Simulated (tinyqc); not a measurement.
Specific resistance of a metal-semiconductor contact and its transmission-line measurement: one step, computed by the program tinyqc.

The barrier is parabolic (depletion approximation), energies E are normal energies counted from the band edge in the neutral semiconductor (downwards for holes), and the bias is zero. xi is an input, held fixed when other inputs move.

Problem. Current crowding. Transmission-line model: transfer length L_T = sqrt(rho_c/R_sh); R_c = (R_sh L_T/W) coth(d/L_T). Limits: rho_c/(W d) for d << L_T, sqrt(rho_c R_sh)/W for d >> L_T.

Inputs (values chosen for the exercise, modelled on n-type 4H-SiC):
```
quantity,value,unit
temperature T,300,K
sheet resistance R_sh,95,ohm
contact length d,0.2,micrometre
contact width W,12,micrometre
```

Image-force lowering: included.

specific contact resistance rho_c = 1.494334e-08 ohm cm^2

Give: transfer length L_T; d/L_T; contact resistance R_c; R_c W; short-contact limit; long-contact limit.

Solution.

transfer length L_T = 0.1254 micrometre

d/L_T = 1.595

contact resistance R_c = 1.078 ohm

R_c W = 12.94 ohm micrometre

short-contact limit = 0.6226 ohm

long-contact limit = 0.9929 ohm

The contact is about one transfer length long, between the two limits.
